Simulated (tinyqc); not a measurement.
# Input admittance of a MOSFET at zero drain bias: distributed channel and distributed gate: what changes with what

Source and drain grounded, strong inversion, w = 2 pi f, Cox = eps0 eox/tox. The channel is an RC line of resistance 1/(mu Cox Vo) per square fed from both ends, so one finger has the intrinsic admittance y = i w Cox L tanh(g)/g per width, g = (1/2) sqrt(i w tau), tau = L^2/(mu Vo). The vertical resistance rv/L is in series with y, the overlaps 2 i w Cov in parallel: y_t = 1/(1/y + rv/L) + 2 i w Cov. The gate strip is a line of Rsh/L per length loaded by y_t, so a finger has Y = y_t Wf tanh(k)/k, k = (Wf/sd) sqrt(y_t Rsh/L); the device has Nf Y.

Inputs (values chosen for the exercise); values of the order met in silicon radio-frequency transistors:
```
symbol  value        unit                                                                 meaning
eox      9.05              relative permittivity of the gate insulator (close to aluminium oxide)
tox       9.1          nm                                                     insulator thickness
L        0.77          um                                                          channel length
Wf        8.6          um                                                            finger width
Nf         16                                                                   number of fingers
mu        450  cm^2/(V s)                                                        channel mobility
Vo       0.54           V                                                          gate overdrive
Rsh        21  ohm/square                                            sheet resistance of the gate
rv          0    ohm um^2                                  vertical resistivity of the gate stack
sd          1                                       number of ends at which a finger is contacted
Cov      0.23       fF/um                             overlap and fringe capacitance on each side
f         3.7         GHz                                                               frequency
```

Constants: eps0 = 8.8541878128e-14 F/cm where lengths are in cm. Results are converted to the units shown.

Each table varies one quantity; the others keep the values above.

## Input impedance against frequency

Low-frequency limits, with c = Cox L and ct = c + 2 Cov: R_strip = Rsh Wf/(3 sd^2 L Nf), R_ch = (c/ct)^2 L/(12 mu Cox Vo Wf Nf), R_vert = (c/ct)^2 rv/(L Wf Nf), C = ct Wf Nf. Z = 1/(Nf Y) = R + 1/(i w C), Q = |Im Z|/R, far-point signal |1/cosh k|.

The same in every row: low-frequency R (ohm) = 6.798.

Input impedance against frequency:

| f (GHz) | w tau | \|k\| | R (ohm) | C (fF) | Q | signal at the far point |
|---|---|---|---|---|---|---|
| 0.04 | 0.006132 | 0.06058 | 6.798 | 996.3 | 587.5 | 1.000 |
| 0.1 | 0.01533 | 0.09579 | 6.798 | 996.3 | 235.0 | 1.000 |
| 0.3 | 0.04599 | 0.1659 | 6.798 | 996.2 | 78.34 | 0.9999 |
| 0.7 | 0.1073 | 0.2534 | 6.797 | 996.1 | 33.58 | 0.9994 |
| 2 | 0.3066 | 0.4283 | 6.795 | 995.4 | 11.77 | 0.9950 |
| 6 | 0.9198 | 0.7405 | 6.775 | 988.3 | 3.962 | 0.9578 |
| 10 | 1.533 | 0.9526 | 6.736 | 974.9 | 2.424 | 0.8945 |
| 40 | 6.132 | 1.778 | 6.215 | 803.6 | 0.7967 | 0.4591 |
| 100 | 15.33 | 2.319 | 5.531 | 552.9 | 0.5205 | 0.2500 |

What does the comparison show?

R falls from 6.80 to 5.53 ohm and C falls from 996 to 553 fF. Q goes as f^(-1.00) between the first two rows and f^(-0.46) between the last two, where w tau = 15.3 and |k| = 2.32. The low-frequency limits hold both R and C within 5 % up to f = 10 GHz among the rows.

## Effect of the gate overdrive

Same model as above.

Result of one run:

| Vo (V) | w tau | \|k\| | R (ohm) | low-frequency R (ohm) | C (fF) | Q | signal at the far point |
|---|---|---|---|---|---|---|---|
| 0.95 | 0.3224 | 0.5825 | 5.966 | 5.973 | 993.5 | 7.256 | 0.9864 |

What becomes of these results when the gate overdrive Vo is changed from 0.95 to 0.35 V, all else the same?

Result of the changed run:

| Vo (V) | w tau | \|k\| | R (ohm) | low-frequency R (ohm) | C (fF) | Q | signal at the far point |
|---|---|---|---|---|---|---|---|
| 0.35 | 0.8751 | 0.5816 | 7.823 | 7.835 | 992.4 | 5.541 | 0.9795 |

The whole series:

| Vo (V) | w tau | \|k\| | R (ohm) | low-frequency R (ohm) | C (fF) | Q | signal at the far point |
|---|---|---|---|---|---|---|---|
| 0.2 | 1.532 | 0.5795 | 10.02 | 10.05 | 989.8 | 4.336 | 0.9718 |
| 0.35 | 0.8751 | 0.5816 | 7.823 | 7.835 | 992.4 | 5.541 | 0.9795 |
| 0.5 | 0.6126 | 0.5822 | 6.941 | 6.950 | 993.1 | 6.240 | 0.9827 |
| 0.65 | 0.4712 | 0.5824 | 6.466 | 6.474 | 993.4 | 6.697 | 0.9845 |
| 0.8 | 0.3829 | 0.5825 | 6.169 | 6.176 | 993.5 | 7.018 | 0.9856 |
| 0.95 | 0.3224 | 0.5825 | 5.966 | 5.973 | 993.5 | 7.256 | 0.9864 |
| 1.1 | 0.2785 | 0.5826 | 5.819 | 5.825 | 993.6 | 7.440 | 0.9870 |
| 1.25 | 0.2450 | 0.5826 | 5.706 | 5.712 | 993.6 | 7.587 | 0.9874 |

As Vo goes from 0.2 to 1.25, R falls from 10.0 to 5.71 ohm, C stays near 993 fF and Q rises from 4.34 to 7.59. Only the channel term depends on Vo.

Program tinyqc, `OMP_NUM_THREADS=1 python tinyqc.py 2262065 2262066 out.jsonl`; Intel Xeon 2.30GHz, shared host, one thread, about 0.01 s.
